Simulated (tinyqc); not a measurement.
# Free and trapped electrons in a MOS channel with a dense trap tail, step by step

Computed by the program tinyqc: `OMP_NUM_THREADS=1 python tinyqc.py 2222157 2222158 out.jsonl`, one thread of a shared Intel Xeon 2.30GHz, about 0.02 s for the whole run. Printed values are rounded.

p-type body, charge-sheet picture, full ionisation (an idealisation for deep acceptors), Boltzmann statistics for free electrons. e = Ec - EF at the surface. Acceptor-like traps of density D(E) = D0 + De exp(-E/Ew) at depth E below Ec, from 0 to Eu, hold n_t = integral of D(E)/(1 + exp((e - E)/Vt)). psi = Eg - Vt ln(Nv/Na) - e; N_dep = sqrt(2 eps0 eps_r Na (psi - Vt)/q); n_f = sqrt(N_dep^2 + 2 eps0 eps_r Vt Nc exp(-e/Vt)/q) - N_dep; Vg = Vfb + psi + q (N_dep + n_t + n_f)/Cox, Cox = eps0 eox/tox.

Inputs (values chosen for the exercise); band and dielectric values close to those of silicon:
```
symbol    value         unit                                             meaning
T           250            K                                         temperature
Eg         1.13           eV                                            band gap
eps_r      11.6                                            relative permittivity
Nc       2.1e19        cm^-3              conduction-band density of states at T
Nv      1.99e19        cm^-3                 valence-band density of states at T
eox         3.9                           relative permittivity of the insulator
tox          28           nm                                 insulator thickness
Na       6.8e15        cm^-3                                    acceptor density
Vfb       -0.98            V            flat-band voltage without trapped charge
D0       3.2e10  cm^-2 eV^-1  constant background density of acceptor-like traps
De         2e13  cm^-2 eV^-1          density of the tail at the conduction edge
Ew         0.13           eV                            decay energy of the tail
Eu         0.57           eV        depth below Ec down to which the traps reach
mf          170   cm^2/(V s)                          mobility of free electrons
e         0.112           eV                              Ec - EF at the surface
```

Constants: q = 1.602176634e-19 C, kB = 1.380649e-23 J/K, Vt = kB T/q, eps0 = 8.8541878128e-14 F/cm where lengths are in cm. Results are converted to the units shown.

## Trapped charge

Trapezoid rule on 16 equal steps from 0 to Eu, f = 1/(1 + exp((e - E)/Vt)).

| point | E (eV) | D(E) f (cm^-2 eV^-1) |
|---|---|---|
| 0 | 0 | 1.10030e11 |
| 1 | 0.0356250 | 4.27484e11 |
| 2 | 0.07125 | 1.51951e12 |
| 3 | 0.106875 | 3.88880e12 |
| 4 | 0.1425 | 5.40343e12 |
| 5 | 0.178125 | 4.88620e12 |
| 6 | 0.213750 | 3.86091e12 |
| 7 | 0.249375 | 2.96418e12 |
| 8 | 0.285 | 2.26444e12 |
| 9 | 0.320625 | 1.72978e12 |
| 10 | 0.356250 | 1.32289e12 |
| 11 | 0.391875 | 1.01348e12 |
| 12 | 0.4275 | 7.78224e11 |
| 13 | 0.463125 | 5.99356e11 |
| 14 | 0.498750 | 4.63363e11 |
| 15 | 0.534375 | 3.59966e11 |
| 16 | 0.57 | 2.81354e11 |

n_t = 1.12852e12 cm^-2

With 1600 steps n_t = 1.129e12 cm^-2; the coarse value is 0.057 % below it.

## Charges and gate voltage

psi, N_dep, n_f and Vg as defined, with the n_t given; free share n_f/(n_f + n_t); apparent mobility mf n_f/(n_f + n_t); gate voltage spent on traps q n_t/Cox.

psi = 0.846051 V
N_dep = 2.68111e11 cm^-2
n_f = 5.42544e10 cm^-2
Vg = 1.75095 V
free share = 4.58705 %
apparent mobility = 7.79799 cm^2/(V s)
gate voltage spent on traps = 1.46610 V
